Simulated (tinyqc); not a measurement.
Worked calculation: interband optics of a two-band s-p chain from momentum matrix elements. Values are carried at full precision from step to step, so a last printed digit may differ when a step is redone from the rounded ones.

H(k) = [[Es - 2 ts cos ka, 2i V sin ka], [-2i V sin ka, Ep_ + 2 tp cos ka]] in the basis s, p; the lower band is full, with two electrons a cell. The velocity operator times hbar is W = dH/dk (eV angstrom); intra-atomic dipoles are left out.

Constants: hbar^2/2m0 = 3.80998211 eV angstrom^2; e^2/(4 pi eps0) = 14.39964547 eV angstrom.

Parameters, chosen for this exercise:
- a = 4.41 angstrom (period)
- Es = 1.64 eV (upper orbital (s))
- Ep_ = -1.69 eV (lower orbital (p))
- ts = 0.27 eV (s-s hopping)
- tp = 0.41 eV (p-p hopping)
- V = 1.74 eV (s-p hopping)
- k = 0.47 2 pi/a (wave vector)
- N = 12 (k points)
- Ar = 6 angstrom^2 (cross-section per chain)
- eta = 0.3 eV (Lorentzian half width)
- E = 4.15 eV (photon energy)

## Hamiltonian and velocity at one k

Form H and W = dH/dk.

H (eV):
```
          s        p
s    2.1704  0.6521i
p  -0.6521i  -2.4955
```

W (eV angstrom):
```
          s          p
s    0.4462  -15.0750i
p  15.0750i    -0.6776
```

## Matrix element between the bands

Diagonalise H, transform W, and form w = |W_cv|^2, the Kane-type energy w/c and the oscillator strength f = w/(c D), c = hbar^2/2m0, D = Ec - Ev.

Ev, Ec (eV): -2.5849  2.2599

weights:
```
        v       c
s  0.0185  0.9815
p  0.9815  0.0185
```

slopes dEv/dk, dEc/dk (eV angstrom): 3.401  -3.633

w = 215.202 eV^2 angstrom^2
w/c = 56.484 eV
f = 11.659

## Transitions on the mesh

At each k_j = (j + 1/2)/N (2 pi/a) up to the zone edge give D = Ec - Ev, w = |<c|W|v>|^2 and f = w/(c D), c = hbar^2/2m0; the other half of the zone repeats the values.

Transitions:

| k (2 pi/a) | D (eV) | w (eV^2 angstrom^2) | f |
|---|---|---|---|
| 0.0417 | 2.7038 | 111.042 | 10.779 |
| 0.1250 | 5.4617 | 7.812 | 0.375 |
| 0.2083 | 7.3529 | 1.081 | 0.039 |
| 0.2917 | 7.6651 | 19.790 | 0.678 |
| 0.3750 | 6.5299 | 76.220 | 3.064 |
| 0.4583 | 4.9808 | 198.842 | 10.478 |

D runs from 2.704 to 7.665 eV on the mesh; f is largest at k = 0.0417.

## Dielectric function from the table

With w(k) = |<c|W|v>|^2 and D(k) = Ec - Ev, on the mesh k_j = (j + 1/2)/N (2 pi/a): eps(E) = 1 + (8 pi e2/(a Ar)) mean_j (w/D^2) [1/(D - E - i eta) + 1/(D + E + i eta)], e2 = e^2/(4 pi eps0); light polarised along the chains, no local fields.

Take the mean over the rows. Also eps(0) at eta = 0, and the effective electrons per cell n_eff = 2 mean(f).

eps(E) = 7.403+11.817i
eps(0) = 35.628
n_eff = 8.471

On a mesh of 2000 points the values are 6.216+16.958i, 56.998 and 9.538. n_eff need not equal the 2 electrons of the cell: a two-orbital basis with chosen hoppings does not obey the sum rule of free electrons. E lies within, or within 2 eta of, the range of transitions of the band (1.97 to 7.74 eV); their spacing on this mesh (up to 2.76 eV) exceeds eta, so eps(E) depends on where the few mesh points fall.

## Checks

- Curvature of the lower band against <v|d2H/dk2|v> - 2 w/D (eV angstrom^2): both -70.24.
- Zone mean of 2 w/D against the zone mean of <v|d2H/dk2|v>, the f-sum rule of a full band (eV angstrom^2): both 36.341.

Run: tinyqc, `OMP_NUM_THREADS=1 python tinyqc.py 1651861 1651862 out.jsonl`; Intel(R) Xeon(R) Processor @ 2.30GHz, one thread, shared host; about 0.01 s of CPU time with all checks.
